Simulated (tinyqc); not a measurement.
## Voltage acceleration of oxide breakdown, four models on the same data: effect of the use temperature

Field E = V/tox in MV/cm. Models: ln(t63/1 s) = a - c X with X = E (E model), -1/E (1/E model), ln V (power law, c the exponent n) or sqrt(E).

With a and c fitted to the stress data, the voltage for ten years solves a - c X + ln(temperature factor times ks) = ln 3.15576e8; temperature factor exp[(Ea q/kB)(1/Tu - 1/Ts)].

Parameters, values chosen for the exercise:
- tox = 5.3 nm (oxide thickness)
- Ts = 398 K (stress temperature)
- Ea = 0.67 eV (activation energy)
- ks = 8.6e-6 (factor for area and percentile)

Constants: q = 1.602176634e-19 C, kB = 1.380649e-23 J/K. Results are converted to the units shown.

```
model         c         a
E       3.20609   43.0342
1/E     424.002  -31.4194
power   37.1373   72.9320
sqrt E  21.8628   80.1269
```

Effect of the use temperature:
columns A: Tu (K); B: temperature factor; C: V for ten years, E (V); D: V for ten years, 1/E (V); E: V for ten years, power (V); F: V for ten years, sqrt E (V)
```
A         B      C      D      E      F
273    7667  3.429  4.184  3.911  3.709
298   703.1  3.034  4.006  3.667  3.409
328   64.66  2.640  3.842  3.439  3.122
358   8.870  2.312  3.716  3.260  2.893
378   2.811  2.122  3.647  3.160  2.764
398   1.000  1.951  3.587  3.073  2.651
423  0.3152  1.760  3.522  2.979  2.527
```

The temperature factor falls from 7670 to 0.315, and the allowed voltage by 48.7 % in the E model and 15.8 % in the 1/E model: the steeper a model is near use conditions, the less voltage a given factor in time costs.

Range of the model: All four laws are empirical fits; none is established far below the stress range.

Computed by the program tinyqc: `OMP_NUM_THREADS=1 python tinyqc.py 2070103 2070104 out.jsonl`, one thread of a shared Intel Xeon 2.30GHz, about 0.01 s for the whole run.
